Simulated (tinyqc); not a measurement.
Exchange-split free-electron bands and tunnelling magnetoresistance, step by step. Values are carried at full precision from step to step, so a last printed digit may differ when a step is redone from the rounded ones.

Majority and minority bands E = c k^2/m -/+ Dx/2, c = hbar^2/2m0, so k_up = sqrt(m (EF + Dx/2)/c), k_dn = sqrt(m (EF - Dx/2)/c); n_s = k_s^3/(6 pi^2), D_s = m k_s/(4 pi^2 c).

Constants: hbar^2/2m0 = 3.80998211 eV angstrom^2.

Values chosen for the exercise:

| symbol | value | unit | meaning |
|---|---|---|---|
| EF | 3.01 | eV | Fermi energy above the mean band bottom |
| Dx | 3.92 | eV | exchange splitting |
| m | 1.26 | m0 | mass in the electrodes |
| mb | 0.99 | m0 | mass in the barrier |
| phi | 0.83 | eV | barrier height above EF |
| d | 15 | angstrom | barrier thickness |

## The two Fermi spheres

Give k_s, n_s, D_s, the moment per electron (n_up - n_dn)/n and three polarisations: of D, of D v and of D v^2 (v proportional to k).

k_up, k_dn (1/angstrom): 1.2820  0.5893

n_up, n_dn (1/angstrom^3): 0.03558  0.00346

D_up, D_dn (1/(eV angstrom^3)): 0.01074  0.00494

moment per electron = 0.8230 muB

polarisations: D 0.3702, D v 0.6512, D v^2 0.8230

The three numbers differ although they describe one band structure: each probe (density of states, ballistic current, diffusive current) weights the velocity differently.

## Transmissions

Barrier: kappa = sqrt(mb phi/c), c = hbar^2/2m0. With a = k1/m, b = k2/m, w = kappa/mb, the transmission at normal incidence is T(k1, k2) = 4 a b w^2/[w^2 (a + b)^2 + (w^2 + a^2)(w^2 + b^2) sinh^2(kappa d)]. Parallel: G_P = T(up, up) + T(dn, dn); antiparallel: G_AP = 2 T(up, dn); TMR = (G_P - G_AP)/G_AP. Julliere: TMR = 2 P^2/(1 - P^2). Slonczewski factor: P_eff = P_k (w^2 - a_up a_dn)/(w^2 + a_up a_dn), P_k = (k_up - k_dn)/(k_up + k_dn).

Evaluate kappa and the three T.

kappa = 0.4644 1/angstrom
kappa d = 6.966

T: up-up 2.058e-06, dn-dn 3.560e-06, up-dn 2.707e-06

The minority channel transmits more, by a factor 1.73; the common factor exp(-2 kappa d) is 8.9e-07.

## Magnetoresistance

From the T, and from the Julliere formula with P_k and with P_eff.

TMR from T = 3.77 %
P_k = 0.3702
P_eff = -0.1361
Julliere with P_k = 31.76 %
Julliere with P_eff = 3.77 %

The interface factor is -0.368: it reverses the sign of the tunnelling polarisation. The plain Julliere value lies 28.0 points above the result and the one with P_eff 0.00 points from it. Symmetry filtering in crystalline barriers, which gives far larger values, is outside this model.

## Checks

- TMR of a thick barrier against the Julliere formula with P_eff: both 0.03774.

tinyqc: `OMP_NUM_THREADS=1 python tinyqc.py 1682603 1682604 out.jsonl`; about 0.01 s, one thread, shared Intel(R) Xeon(R) Processor @ 2.30GHz.
